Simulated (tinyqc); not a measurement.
Wafer bonding and layer transfer: bond energy, gap closing, particles, bonding of dissimilar wafers and hydrogen blisters: one step, computed by the program tinyqc.

gamma is the energy per area of each of the two surfaces; plates are isotropic.

Question. Bond energy from the blade test. Two cantilevers opened by t_b: gamma = 3 t_b^2 E1 t1^3 E2 t2^3/(16 L^4 (E1 t1^3 + E2 t2^3)).

Inputs (values chosen for the exercise, for model wafers):
```
quantity             value        unit
Young's modulus E1     165         GPa
Young's modulus E2     381         GPa
thickness t1           300  micrometre
thickness t2           200  micrometre
blade thickness t_b    230  micrometre
crack length L        19.1          mm
```

Pair: two different wafers.

Give: bond energy gamma.

Answer.

bond energy gamma = 0.1349 J/m^2

An error of 5 % in L changes gamma by about 20 %. This is the level of van der Waals or hydrogen bonds, as after contact at room temperature.
